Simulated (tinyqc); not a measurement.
# Biaxially strained (001) channel, valley splitting in an inversion layer: two studies

A thin layer grown on a relaxed buffer is stretched in the plane. The two valleys with their long axis along the growth direction (D2) sink against the four in-plane ones (D4); confinement in a triangular well splits them too. Only the lowest subband of each set is kept; one relaxation time, so the weakening of intervalley scattering is left out.

Inputs (values chosen for the exercise); values close to those of silicon on relaxed silicon-germanium: temperature T = 293 K; germanium share of the relaxed buffer x = 0.1; lattice mismatch per unit x b1 = 0.0418; elastic constant c11 = 165 GPa; elastic constant c12 = 62.3 GPa; shear deformation potential Xu = 8.88 eV; longitudinal mass ml = 0.901 m0; transverse mass mt = 0.189 m0; confining field F = 0.82 MV/cm; inversion density Ns = 4e12 cm^-2; Burgers vector bv = 0.384 nm.

Constants: q = 1.602176634e-19 C, kB = 1.380649e-23 J/K, hbar = 1.054571817e-34 J s, m0 = 9.1093837015e-31 kg, Vt = kB T/q, hbar^2/(2 m0) = 0.0380998212 eV nm^2. Results are converted to the units shown.

Each table varies one quantity; the others keep the values above.

## Effect of the germanium share of the relaxed buffer

e_par = b1 x, e_perp = -2 (c12/c11) e_par, splitting D = Xu (e_par - e_perp), in-plane stress (c11 + c12 - 2 c12^2/c11) e_par. Levels E(m) = 2.33811 (hbar^2 q^2 F^2/(2 m))^(1/3): E2 = E(ml), E4 = E(mt) + D; N2 = 2 mt kB T/(pi hbar^2), N4 = 4 sqrt(mt ml) kB T/(pi hbar^2). EF solves Ns = N2 ln(1 + exp((EF - E2)/Vt)) + N4 ln(1 + exp((EF - E4)/Vt)); f2 is the share in D2, and 1/mc = f2/mt + (1 - f2)(1/mt + 1/ml)/2. Critical thickness (Matthews-Blakeslee, 60-degree dislocations): h = bv (1 - nu/4)[ln(h/bv) + 1]/(4 pi e_par (1 + nu)), nu = c12/(c11 + c12). The gain is mc(x = 0)/mc.

The same in every row: f2 without strain = 0.90119.

Effect of the germanium share of the relaxed buffer:

| x | D (meV) | f2 | mc (m0) | gain | critical thickness (nm) |
|---|---|---|---|---|---|
| 0.03 | 19.545 | 0.95029 | 0.19279 | 1.0202 | 120.19 |
| 0.09 | 58.634 | 0.98870 | 0.18985 | 1.0360 | 32.250 |
| 0.15 | 97.723 | 0.99756 | 0.18918 | 1.0396 | 17.086 |
| 0.21 | 136.81 | 0.99948 | 0.18904 | 1.0404 | 11.109 |
| 0.27 | 175.90 | 0.99989 | 0.18901 | 1.0406 | 7.9872 |
| 0.33 | 214.99 | 0.99998 | 0.18900 | 1.0406 | 6.0978 |
| 0.39 | 254.08 | 0.99999 | 0.18900 | 1.0406 | 4.8443 |
| 0.45 | 293.17 | 1.0000 | 0.18900 | 1.0406 | 3.9586 |

What does the comparison show?

As x goes from 0.03 to 0.45, f2 rises from 0.950 to 1.00 (without strain: it stays at 0.901) and the gain rises from 1.02 to 1.04. The gain cannot pass 1.041, reached when D4 is empty, while the critical thickness falls from 120 to 3.96 nm.

## Effect of the confining field

Same model as above.

The same in every row: D (meV) = 65.15.

Effect of the confining field:

| F (MV/cm) | f2 without strain | f2 | mc (m0) | gain |
|---|---|---|---|---|
| 0.1 | 0.3625 | 0.8447 | 0.2014 | 1.255 |
| 0.3 | 0.5955 | 0.9389 | 0.1937 | 1.162 |
| 0.5 | 0.7578 | 0.9727 | 0.1911 | 1.094 |
| 0.7 | 0.8608 | 0.9868 | 0.1900 | 1.053 |
| 0.9 | 0.9215 | 0.9933 | 0.1895 | 1.029 |
| 1.1 | 0.9557 | 0.9964 | 0.1893 | 1.016 |
| 1.3 | 0.9748 | 0.9980 | 0.1891 | 1.009 |
| 1.5 | 0.9854 | 0.9989 | 0.1891 | 1.005 |

What does the comparison show?

As F goes from 0.1 to 1.5 MV/cm, f2 rises from 0.845 to 0.999 (without strain: it rises from 0.363 to 0.985) and the gain falls from 1.25 to 1.01. Strong confinement already empties D4, so strain has less to move. For F = 0.1 to 0.3 MV/cm the second D2 subband, left out here, lies within 2 Vt of EF or below it.

Program tinyqc, `OMP_NUM_THREADS=1 python tinyqc.py 2530107 2530108 out.jsonl`; Intel Xeon 2.30GHz, shared host, one thread, about 0.02 s.
